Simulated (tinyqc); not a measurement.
Inside a calculation. Model: electron-beam lithography: double-Gaussian proximity function, edge placement and dose correction for parallel lines. Computed by tinyqc, a small Python program that keeps every step. Command: `OMP_NUM_THREADS=1 python tinyqc.py 3112462 3112463 out.jsonl proximity walk`. One thread of a shared host (Intel(R) Xeon(R) Processor @ 2.30GHz), about 0.01 s of CPU time with the checks. Intermediate numbers are printed to about 5 digits and carried at full precision; extremes and crossings named in words are read from the listed rows.

Lines are infinitely long. Absorbed energy is counted so that the middle of a very large area written at dose 1 receives 1; the resist develops where it exceeds 1/2.

Inputs (values chosen for the exercise, of the order of those for 50 keV electrons in resist on silicon):

| quantity | value | unit |
|---|---|---|
| forward range alpha | 0.019 | micrometre |
| backscatter range beta | 10 | micrometre |
| backscatter ratio eta | 0.94 | - |
| base dose D0 | 430 | microcoulomb/cm^2 |
| beam current | 15 | nA |
| pixel size | 2 | nm |
| width of the test line | 0.23 | micrometre |
| pattern density around the test line | 0.6 | - |

line widths (micrometre): 3.1  0.062  0.055  2.9

gaps between the lines (micrometre): 0.074  2  0.077

Constants: e = 1.602176634e-19 C.

## Layout

The first line starts at x = 0; each next one starts after the width and the gap.

Lines (micrometre):

| line | left edge | right edge | centre |
|---|---|---|---|
| 1 | 0.000 | 3.100 | 1.5500 |
| 2 | 3.174 | 3.236 | 3.2050 |
| 3 | 5.236 | 5.291 | 5.2635 |
| 4 | 5.368 | 8.268 | 6.8180 |

## Interaction matrix

f(r) = [exp(-r^2/alpha^2)/alpha^2 + eta exp(-r^2/beta^2)/beta^2]/(pi (1 + eta)). A line from a to b at dose d gives E(x) = d [S(alpha) + eta S(beta)]/(1 + eta), S(s) = [erf((b - x)/s) - erf((a - x)/s)]/2. M_ij is the mean of E at the two edges of line i from line j at dose 1.

M:
```
         1        2        3        4
1  0.33984  0.00161  0.00129  0.05924
2  0.08183  0.25943  0.00144  0.06922
3  0.07340  0.00162  0.25922  0.07687
4  0.06338  0.00146  0.00144  0.33484
```

## Dose correction

Uncorrected edge energies are M 1. Solve M d = 1/2 for the doses d that put the mean edge energy of every line at the threshold.

edge energies at dose 1: 1 0.40197, 2 0.41192, 3 0.41112, 4 0.40112

corrected doses: 1 1.2436, 2 1.1955, 3 1.1993, 4 1.2475

largest over smallest dose = 1.0434

Line 4 needs the most and line 2 the least; a narrow isolated line much wider than alpha would need 1 + eta = 1.94.

## Printed widths

Edges are the roots of E(x) = 1/2 between a line centre and the middle of the next gap. Three cases: dose 1 everywhere; one common dose equal to the mean of d; the corrected doses.

Width error, printed less drawn (nm):

| line | drawn width (nm) | dose 1 | mean dose | corrected |
|---|---|---|---|---|
| 1 | 3100 | -13.351 | -0.9631 | 5.00e-04 |
| 2 | 62 | -11.887 | 0.3368 | 2.00e-06 |
| 3 | 55 | -12.009 | 0.2328 | 2.00e-06 |
| 4 | 2900 | -13.478 | -1.0744 | 5.29e-04 |

With the common mean dose the errors span 1.4 nm. With corrected doses the largest error is below 0.01 nm.

## Dose to size and latitude

A test line of width w << beta in surroundings of density rho, all at dose d: near its edge E(x) = d [S + eta rho]/(1 + eta), S = [erf((b - x)/alpha) - erf((a - x)/alpha)]/2 for edges a and b, the second term being the background energy. Dose to size d_s = (1 + eta)/(erf(w/alpha) + 2 eta rho), dose = d_s D0; edge slope d [1 - exp(-w^2/alpha^2)]/(sqrt(pi) alpha (1 + eta)); width change per 1 % of dose = 2 x 0.01 x (1/2)/slope.

dose to size d_s = 0.91165

dose = 392.01 microcoulomb/cm^2

edge slope = 0.013954 1/nm

width change per 1 % of dose = 0.71664 nm

background energy = 0.26504

The background supplies 53 % of the threshold.

## Shot noise and writing time

With dose = d_s D0: electrons per pixel N = dose x pixel area/e; relative noise 1/sqrt(N); time per cm^2 of pattern area = dose x density/current; pixel rate = current/(dose x pixel area).

electrons per pixel = 97.870

shot noise = 10.108 %

writing time per cm^2 = 4.3557 h

pixel rate = 956.61 MHz

Checks made by the program: corrected edge energies (relative difference below 1e-10).
